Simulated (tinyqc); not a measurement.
Double-gate transistor below threshold, two-dimensional Poisson equation on a small mesh: two steps of the calculation.

Half of a symmetric double-gate structure: row 0 is the mid-plane of the body, where the normal field vanishes. Mobile charge is neglected (subthreshold), the body is fully depleted, and potentials are counted from the intrinsic level; rows run upward to the gate, columns from source to drain.

Inputs (values chosen for the exercise); semiconductor permittivity close to that of silicon: temperature T = 325 K; relative permittivity of the semiconductor eps_r = 11.8; relative permittivity of the insulator eox = 3.9; half the body thickness tb = 5 nm; insulator thickness tox = 1.9 nm; channel length L = 50 nm; acceptor density of the depleted body Na = 0 cm^-3; potential of the source Vbi = 0.49 V.

Constants: q = 1.602176634e-19 C, kB = 1.380649e-23 J/K, Vt = kB T/q, eps0 = 8.8541878128e-14 F/cm where lengths are in cm. Results are converted to the units shown.

Question 1. Coefficients of the five-point equations. Mesh: rows i = 0..3 in the semiconductor (step hs = tb/3, row 3 on the interface), then 2 step(s) ho = tox/2 up to the gate row 5; columns j = 0..6 (step hy = L/6). Box integration, divided by eps0: up_i = eps hy/h of the interval above row i, dn_i = that of the interval below (0 for row 0), lat_i = (sum of eps h/2 over the intervals above and below)/hy, s_i = -q Na w_i hy/eps0 with w_i the semiconductor height of the box (hs/2 for row 0 and the interface row, hs between, 0 in the insulator). Each free node obeys (up + dn + 2 lat) psi = up psi(above) + dn psi(below) + lat [psi(left) + psi(right)] + s.

Give: up; dn; lat; s.

Answer 1.

```
row     up     dn     lat  s (V)
0    59.00      0   1.180      0
1    59.00  59.00   2.360      0
2    59.00  59.00   2.360      0
3    34.21  59.00   1.402      0
4    34.21  34.21  0.4446      0
```

Question 2. Barrier, swing and barrier lowering. The barrier is read along row 0, the path farthest from the gate. Take the node j of lowest psi: barrier Vbi - psi_j; swing Vt ln 10/(d psi_j/dVg); DIBL = (d psi_j/dVd)/(d psi_j/dVg). The derivatives solve the same equations with s = 0 and a unit change of that voltage.

converged psi (V):
```
              j=0         j=1         j=2         j=3         j=4         j=5         j=6
row 0  0.49000000  0.15419250  0.04791914  0.02628886  0.05205225  0.16972777  0.54000000
row 1  0.49000000  0.14960181  0.04622628  0.02534098  0.05021400  0.16467584  0.54000000
row 2  0.49000000  0.13553022  0.04123381  0.02256278  0.04479221  0.14918941  0.54000000
row 3  0.49000000  0.11105170  0.03321632  0.01814855  0.03608370  0.12224645  0.54000000
row 4  0.24500000  0.05649295  0.01681638  0.00918292  0.01826821  0.06218819  0.27000000
row 5  0.00000000  0.00000000  0.00000000  0.00000000  0.00000000  0.00000000  0.00000000
```

d psi/dVg on row 0: j=0 0.00000000, j=1 0.68551430, j=2 0.90294040, j=3 0.94895367, j=4 0.90294040, j=5 0.68551430, j=6 0.00000000
d psi/dVd on row 0: j=0 0.0000000, j=1 0.0018901, j=2 0.0071987, j=3 0.0255232, j=4 0.0898609, j=5 0.3125956, j=6 1.0000000

Wanted: j; barrier; swing; DIBL.

Answer 2.

j = 3
barrier = 0.46371 V
swing = 67.956 mV/decade
DIBL = 26.896 mV/V

tinyqc, about 0.1 s, one thread, Intel Xeon 2.30GHz (shared host): `OMP_NUM_THREADS=1 python tinyqc.py 2480131 2480132 out.jsonl`
